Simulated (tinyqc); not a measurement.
Square on-chip spiral inductor, lumped pi model: one step of the calculation.

Outer diameter do = di + 2 n wd + 2 (n - 1) sp, mean da = (do + di)/2, fill p = (do - di)/(do + di), length l = 4 n da. L = 2.34 mu0 n^2 da/(1 + 2.75 p), mu0 = 4 pi 1e-7 H/m. Rs = rho l/(wd delta (1 - exp(-th/delta))), delta = sqrt(rho/(pi f mu0)). Cs = n wd^2 eps0 eo/hu across the coil. At each end Cox = l wd eps0 eo/(2 ho) leads to the substrate branch Rsi = 2 rs he/(l wd) in parallel with Csi = l wd eps0 11.7/(2 he). With one end grounded Y = 1/(Rs + i w L) + i w Cs + 1/[1/(i w Cox) + 1/(1/Rsi + i w Csi)], w = 2 pi f; Q = -Im Y/Re Y. Eddy currents in neighbouring turns and in the substrate are left out.

Question. Admittance, quality factor and apparent inductance. Series branch 1/(Rs + i w L), substrate branch, total Y, Q = -Im Y/Re Y, apparent inductance Im(1/Y)/w, metal-only value w L/Rs, share of the loss in the substrate Re(substrate branch)/Re Y.

Values chosen for this exercise:
```
symbol  value  unit    meaning
f         2.8   GHz  frequency
```

L = 5.5957425 nH
Rs = 12.015047 ohm
Cs = 11.979716 fF
Cox = 63.143087 fF
Rsi = 95.819859 ohm
Csi = 10.811329 fF

Find: series branch; substrate branch; Y; Q; apparent inductance; w L/Rs; share of the loss in the substrate.

Answer.

series branch = 1.222-10.009i mS
substrate branch = 0.1164+1.0964i mS
Y = 1.3380-8.7017i mS
Q = 6.5036
apparent inductance = 6.3813 nH
w L/Rs = 8.1935
share of the loss in the substrate = 8.7023 %

Q is 79.4 % of the metal-only value.

Numbers from tinyqc (`OMP_NUM_THREADS=1 python tinyqc.py 2302088 2302089 out.jsonl`; about 0.01 s on one thread of a shared Intel Xeon 2.30GHz).
